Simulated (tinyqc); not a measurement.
A ladder of methods, and size consistency: correlation methods against full CI in the 6-31g basis, for H2, spin multiplicity 1. Computed by the program tinyqc with PySCF. All electrons correlated; +Q is the Davidson correction (1 - c0^2) E_corr. The last columns treat two copies 100 angstrom apart as one system. FCI is the lowest singlet.

Geometry (angstrom):
```
atom       x       y       z
H     0.0000  0.0000  0.0000
H     0.0000  0.0000  0.9610
```

RHF energy of one = -1.101768 hartree

Correlation energies (hartree):
```
method   E_corr of one  share of FCI (%)  E_corr of two at 100 angstrom  two minus twice one (mhartree)
MP2          -0.019905           64.8000                      -0.039810                          0.0000
CISD         -0.030718          100.0000                      -0.059952                          1.4835
CISD+Q       -0.031500          102.5456                      -0.062769                          0.2310
CCSD         -0.030718          100.0000                      -0.061436                          0.0000
CCSD(T)      -0.030718          100.0000                      -0.061436                          0.0000
FCI          -0.030718          100.0000                              -                               -
```

What does the comparison show, and why?

MP2 recovers 65 %, CISD 100.0 % and CCSD 100.0 % of the FCI value (c0^2 = 0.975 in CISD). MP2 and coupled cluster are size consistent, so their last column vanishes; CISD loses 1.48 mhartree, since a double excitation on each copy is a quadruple of the pair, and the Davidson correction leaves +0.23. With two electrons, or one virtual orbital, CISD and CCSD are exact for one copy, so +Q overshoots there.
